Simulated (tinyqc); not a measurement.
Worked calculation: plane-wave Kohn-Sham cycle with exchange-only LDA in a layered model solid. One step of it, computed by the program tinyqc.

Problem. Iteration 1: potential. V_H(G) = 4 pi rho(G)/G^2 for G != 0 (uniform background); v_x = -(3 rho/pi)^(1/3); V = V_ext + V_H + v_x; Fourier components f(G_m) = (1/N) sum_j f(x_j) exp(-i G_m x_j).

A solid whose potential varies along x alone (atomic units):
```
parameter                      value
period a                   17.600000
cross-section of the cell  31.000000
electrons per cell                 2
grid points                       16
plane waves -n..n, n               3
k points                           3
V1 in V1 cos(2 pi x/a)     -0.300000
```

density at the start, on the grid x_j = j a/N (e/bohr^3): 0.00366569  0.00366569  0.00366569  0.00366569  0.00366569  0.00366569  0.00366569  0.00366569  0.00366569  0.00366569  0.00366569  0.00366569  0.00366569  0.00366569  0.00366569  0.00366569

Give: Potentials on the grid; V(G_m), m = 0, 1, 2, ....

Solution.

Potentials on the grid (hartree):
```
x          V_ext     V_H      v_x        V
0.0000   -0.3000  0.0000  -0.1518  -0.4518
1.1000   -0.2772  0.0000  -0.1518  -0.4290
2.2000   -0.2121  0.0000  -0.1518  -0.3640
3.3000   -0.1148  0.0000  -0.1518  -0.2666
4.4000         0  0.0000  -0.1518  -0.1518
5.5000    0.1148  0.0000  -0.1518  -0.0370
6.6000    0.2121  0.0000  -0.1518   0.0603
7.7000    0.2772  0.0000  -0.1518   0.1253
8.8000    0.3000  0.0000  -0.1518   0.1482
9.9000    0.2772  0.0000  -0.1518   0.1253
11.0000   0.2121  0.0000  -0.1518   0.0603
12.1000   0.1148  0.0000  -0.1518  -0.0370
13.2000        0  0.0000  -0.1518  -0.1518
14.3000  -0.1148  0.0000  -0.1518  -0.2666
15.4000  -0.2121  0.0000  -0.1518  -0.3640
16.5000  -0.2772  0.0000  -0.1518  -0.4290
```

V(G_m), m = 0, 1, 2, ... (hartree): -0.1518  -0.1500  0.0000  0.0000  0.0000  0.0000  0.0000
